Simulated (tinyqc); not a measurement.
Inside a calculation. Method: plane-wave Kohn-Sham cycle with exchange-only LDA in a layered model solid. One step of it, computed by the program tinyqc.

Question. Iteration 1: potential. V_H(G) = 4 pi rho(G)/G^2 for G != 0 (uniform background); v_x = -(3 rho/pi)^(1/3); V = V_ext + V_H + v_x; Fourier components f(G_m) = (1/N) sum_j f(x_j) exp(-i G_m x_j).

A solid whose potential varies along x alone (atomic units):
```
parameter,value
period a,16.000000
cross-section of the cell,38.000000
electrons per cell,2
grid points,16
"plane waves -n..n, n",2
k points,1
V1 in V1 cos(2 pi x/a),-0.660000
```

density at the start, on the grid x_j = j a/N (e/bohr^3): 0.00328947  0.00328947  0.00328947  0.00328947  0.00328947  0.00328947  0.00328947  0.00328947  0.00328947  0.00328947  0.00328947  0.00328947  0.00328947  0.00328947  0.00328947  0.00328947

Give: Potentials on the grid; V(G_m), m = 0, 1, 2, ....

Answer.

Potentials on the grid (hartree):
```
x,V_ext,V_H,v_x,V
0.0000,-0.6600,0.0000,-0.1465,-0.8065
1.0000,-0.6098,0.0000,-0.1465,-0.7562
2.0000,-0.4667,0.0000,-0.1465,-0.6131
3.0000,-0.2526,0.0000,-0.1465,-0.3990
4.0000,0,0.0000,-0.1465,-0.1465
5.0000,0.2526,0.0000,-0.1465,0.1061
6.0000,0.4667,0.0000,-0.1465,0.3202
7.0000,0.6098,0.0000,-0.1465,0.4633
8.0000,0.6600,0.0000,-0.1465,0.5135
9.0000,0.6098,0.0000,-0.1465,0.4633
10.0000,0.4667,0.0000,-0.1465,0.3202
11.0000,0.2526,0.0000,-0.1465,0.1061
12.0000,0,0.0000,-0.1465,-0.1465
13.0000,-0.2526,0.0000,-0.1465,-0.3990
14.0000,-0.4667,0.0000,-0.1465,-0.6131
15.0000,-0.6098,0.0000,-0.1465,-0.7562
```

V(G_m), m = 0, 1, 2, ... (hartree): -0.1465  -0.3300  0.0000  0.0000  0.0000
